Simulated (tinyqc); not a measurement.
Configuration-coordinate model of a defect: Huang-Rhys factor and luminescence line shape: one step, computed by the program tinyqc.

Ground state E_g(Q) = (1/2) omega_g^2 Q^2; excited state E_e(Q) = E_0 + (1/2) omega_e^2 (Q - dQ)^2 with omega_e = omega_g and E_0 = E_ZPL. Q is mass-weighted; the dipole does not depend on Q (Condon approximation).

Problem. Huang-Rhys factors and vertical energies. S = hbar omega dQ^2/(2 hbar^2/u) for each state; relaxation energy S hbar omega; absorption at E_0 + S_e hbar omega_e, emission at E_0 - S_g hbar omega_g; the Stokes shift is their difference.

Inputs (values chosen for the exercise, for a model defect in a wide-gap host): zero-phonon energy E_ZPL = 2.48 eV; displacement dQ = 0.466 u^(1/2) angstrom; ground-state phonon hbar omega_g = 50.9 meV.

Modes: equal frequencies in both states.

Constants: hbar^2/u = 4.18015928e-03 eV angstrom^2.

Give: S_g; S_e; relaxation energy, ground state; relaxation energy, excited state; vertical absorption energy; vertical emission energy; Stokes shift.

Solution.

S_g = 1.322

S_e = 1.322

relaxation energy, ground state = 0.06730 eV

relaxation energy, excited state = 0.06730 eV

vertical absorption energy = 2.547 eV

vertical emission energy = 2.413 eV

Stokes shift = 0.1346 eV

The coupling is intermediate: phonon replicas can be resolved beside the zero-phonon line.
